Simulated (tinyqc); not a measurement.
# Hot electrons in a saturated n-channel MOSFET, lucky-electron model: what changes with what

Beyond pinch-off the lateral field grows as Esat cosh(y/l) over the velocity-saturated region (pseudo-two-dimensional model). Impact ionisation in this region gives the substrate current, which biases the body forward through Rsub. Currents are per width. Local-field laws: they overstate ionisation when the field peak is narrower than an energy relaxation length.

Inputs (values chosen for the exercise); values close to those of silicon n-channel devices: channel length L = 0.8 um; oxide thickness tox = 20 nm; junction depth xj = 230 nm; threshold VT = 0.61 V; effective mobility mu = 440 cm^2/(V s); saturation velocity vs = 8.8e6 cm/s; ionisation prefactor Ai = 2e6 1/cm; ionisation field Bi = 1.79 MV/cm; resistance of the lightly doped drain Rd = 0 ohm um; substrate resistance Rsub = 2000 ohm um; fall of VT per volt of forward body bias kb = 0.3; lifetime exponent m = 2.8; lifetime constant Hl = 8700 s uA/um; drain voltage Vd = 4.4 V; gate voltage Vg = 3.3 V.

Constants: eps0 = 8.8541878128e-14 F/cm where lengths are in cm. Results are converted to the units shown.

Each table varies one quantity; the others keep the values above.

## Effect of the channel length

Cox = 3.9 eps0/tox, l = sqrt(3 tox xj), Esat = 2 vs/mu. Overdrive g = Vg - VT + kb Vb; Vdsat = g Esat L/(g + Esat L); Id = Cox vs (g - Vdsat); dV = Vd - Id Rd - Vdsat; Em = sqrt((dV/l)^2 + Esat^2); Isub = Id (Ai/Bi) l Em exp(-Bi/Em). Vb = Rsub Isub is solved self-consistently. Lifetime tau = (Hl/Id)(Isub/Id)^(-m); 1 year = 3.15576e7 s.

Effect of the channel length:

| L (um) | Id (uA/um) | Em (MV/cm) | Isub (uA/um) | Isub/Id | tau (years) |
|---|---|---|---|---|---|
| 0.4 | 256.4 | 0.2919 | 2.133 | 0.008318 | 0.7167 |
| 0.57 | 221.3 | 0.2724 | 1.109 | 0.005012 | 3.431 |
| 0.8 | 186.7 | 0.2533 | 0.5297 | 0.002837 | 20.00 |
| 1.1 | 155.1 | 0.2359 | 0.2428 | 0.001566 | 127.2 |
| 1.6 | 121.0 | 0.2170 | 0.09028 | 7.464e-4 | 1299 |
| 2.3 | 92.47 | 0.2014 | 0.03372 | 3.647e-4 | 1.262e4 |
| 3.2 | 70.98 | 0.1896 | 0.01402 | 1.976e-4 | 9.144e4 |

What does the table show?

As L goes from 0.4 to 3.2 um, Em falls from 0.292 to 0.190 MV/cm, Isub falls from 2.13 to 0.0140 uA/um and tau rises from 0.717 to 91400 years. From the first row to the last, log10(tau) changes by 5.1: 4.5 from (Isub/Id)^(-m), which holds Em and l, and 0.56 from 1/Id. At L = 0.4 um the saturated region takes over 60 % of L, so using the full L in Vdsat is rough. For L = 1.6 to 3.2 um tau is a far extrapolation that only says that hot carriers are no limit.

## Effect of the junction depth

Same model as above.

Effect of the junction depth:

| xj (nm) | Id (uA/um) | Em (MV/cm) | Isub (uA/um) | Isub/Id | tau (years) |
|---|---|---|---|---|---|
| 92 | 187.10 | 0.39737 | 6.8247 | 0.036476 | 0.015657 |
| 120 | 186.90 | 0.34854 | 3.6330 | 0.019439 | 0.091317 |
| 170 | 186.75 | 0.29367 | 1.3947 | 0.0074680 | 1.3310 |
| 230 | 186.70 | 0.25332 | 0.52974 | 0.0028374 | 20.003 |
| 310 | 186.67 | 0.21914 | 0.17675 | 9.4683e-4 | 432.29 |
| 420 | 186.66 | 0.18938 | 0.049252 | 2.6386e-4 | 15471 |
| 580 | 186.66 | 0.16252 | 0.010415 | 5.5794e-5 | 1.1992e6 |

What does the comparison show?

As xj goes from 92 to 580 nm, Em falls from 0.397 to 0.163 MV/cm, Isub falls from 6.82 to 0.0104 uA/um and tau rises from 0.0157 to 1.20e6 years. From the first row to the last, log10(tau) changes by 7.9: 7.9 from (Isub/Id)^(-m), which holds Em and l, and under 0.005 from 1/Id. For xj = 420 to 580 nm tau is a far extrapolation that only says that hot carriers are no limit.

## Effect of the drain voltage

Same model as above.

Results:

| Vd (V) | Id (uA/um) | Em (MV/cm) | Isub (uA/um) | Isub/Id | tau (years) |
|---|---|---|---|---|---|
| 2.7 | 186.7 | 0.1128 | 3.527e-5 | 1.890e-7 | 9.897e12 |
| 3.01 | 186.7 | 0.1378 | 7.675e-4 | 4.111e-6 | 1.779e9 |
| 3.33 | 186.7 | 0.1640 | 0.007316 | 3.919e-5 | 3.224e6 |
| 3.64 | 186.7 | 0.1897 | 0.03712 | 1.989e-4 | 3.416e4 |
| 3.96 | 186.7 | 0.2164 | 0.1356 | 7.266e-4 | 907.1 |
| 4.27 | 186.7 | 0.2424 | 0.3687 | 0.001975 | 55.18 |
| 4.9 | 186.8 | 0.2954 | 1.691 | 0.009056 | 0.7758 |

Estimate the missing row, Vd = 4.59 V.

Computed row:

| Vd (V) | Id (uA/um) | Em (MV/cm) | Isub (uA/um) | Isub/Id | tau (years) |
|---|---|---|---|---|---|
| 4.59 | 186.7 | 0.2693 | 0.8566 | 0.004587 | 5.210 |

With this row back in the table: As Vd goes from 2.7 to 4.9 V, Em rises from 0.113 to 0.295 MV/cm, Isub rises from 3.53e-5 to 1.69 uA/um and tau falls from 9.90e12 to 0.776 years. The slope of ln(tau) against 1/Vd is 226 V between the first two rows and 138 V between the last two; ten years are last met at Vd = 4.27 V among the rows. For Vd = 2.7 to 3.64 V tau is a far extrapolation that only says that hot carriers are no limit.

Numbers from tinyqc (`OMP_NUM_THREADS=1 python tinyqc.py 2550083 2550084 out.jsonl`; about 0.01 s on one thread of a shared Intel Xeon 2.30GHz).
